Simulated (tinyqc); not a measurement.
Trap in a gate oxide as a short-range spherical well: one step. The bound level. Three cases, with inputs chosen for the exercise.

Question. Solve for Et; the share outside is [sin^2(kR)/(2 kappa)]/[sin^2(kR)/(2 kappa) + R/2 - sin(2kR)/(4k)].

A spherical well of radius R and depth V0 below the conduction edge, one mass m, c = hbar^2/2m0. The s level at binding Et solves k cot(k R) = -kappa with k = sqrt(m (V0 - Et)/c), kappa = sqrt(m Et/c); it exists for V0 > Vc = c (pi/2R)^2/m. Outside, psi falls as exp(-kappa r)/r.

Constants: hbar^2/2m0 = 3.80998211 eV angstrom^2.

Case 1.

Values chosen (out of a larger set: near those of SiO2 on Si; not measured data): R = 3.9 angstrom (radius of the well); V0 = 5.22 eV (depth of the well); m = 0.474 m0 (mass).

Case 2.

Values chosen (out of a larger set: near those of HfO2 on Si; not measured data): R = 2.3 angstrom (radius of the well); V0 = 14.24 eV (depth of the well); m = 0.197 m0 (mass).

Case 3.

Values chosen (out of a larger set: near those of HfO2 on Si; not measured data): R = 3 angstrom (radius of the well); V0 = 8.68 eV (depth of the well); m = 0.198 m0 (mass).

Give: Et; k; kappa; share outside; Vc.

Answer.

Case 1.

Et = 2.3902 eV
k = 0.5933 1/angstrom
kappa = 0.5453 1/angstrom
share outside = 0.173
Vc = 1.304 eV

The well is 4.00 times the critical depth. Since dEt/dV0 equals the share inside, 0.83, a 1 % change of V0 moves Et by 1.8 %. The decay length is 1.8 angstrom, 0.5 times R.

Case 2.

Et = 1.3185 eV
k = 0.8174 1/angstrom
kappa = 0.2611 1/angstrom
share outside = 0.567
Vc = 9.021 eV

The well is 1.58 times the critical depth. Since dEt/dV0 equals the share inside, 0.43, a 1 % change of V0 moves Et by 4.7 %. The decay length is 3.8 angstrom, 1.7 times R.

Case 3.

Et = 0.9288 eV
k = 0.6347 1/angstrom
kappa = 0.2197 1/angstrom
share outside = 0.538
Vc = 5.275 eV

The well is 1.65 times the critical depth. Since dEt/dV0 equals the share inside, 0.46, a 1 % change of V0 moves Et by 4.3 %. The decay length is 4.6 angstrom, 1.5 times R.

Computed by tinyqc, one run a case: `OMP_NUM_THREADS=1 python tinyqc.py N N+1 out.jsonl` with N = 1252103, 1252183, 1252259; one thread of a shared Intel(R) Xeon(R) Processor @ 2.30GHz, about 0.01 s a run at most.
